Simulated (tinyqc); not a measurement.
Decay of LO phonons and the hot-phonon bottleneck in the cooling of electrons: one step, computed by the program tinyqc.

n(E, T) = 1/(exp(E/(k_B T)) - 1) is the Bose occupation. Electrons have a temperature T_e; the LO modes within their reach share one occupation N; the decay products stay at the lattice temperature.

Question. Lifetime and Raman width. Decay rate 1/tau = (1/tau_0) [1 + n(f hbar omega) + n((1 - f) hbar omega)]. Full width Gamma = 1/(2 pi c tau) in 1/cm, c in cm/s.

Inputs (values chosen for the exercise, modelled on indium arsenide):
```
quantity                                     value  unit
LO energy hbar omega                            30   meV
lifetime at T = 0, tau_0                       7.9    ps
share f of the energy in the softer product    0.2     -
lattice temperature T                          250     K
```

Decay channel: two unequal phonons (Ridley).

Constants: k_B = 8.617333262e-05 eV/K; c = 299792458 m/s.

Give: thermal factor tau_0/tau; phonon lifetime tau; Raman width Gamma; equilibrium LO occupation N_0.

Answer.

thermal factor tau_0/tau = 4.602

phonon lifetime tau = 1.717 ps

Raman width Gamma = 3.093 1/cm

equilibrium LO occupation N_0 = 0.3306

Stimulated decay shortens the lifetime by 78 %.
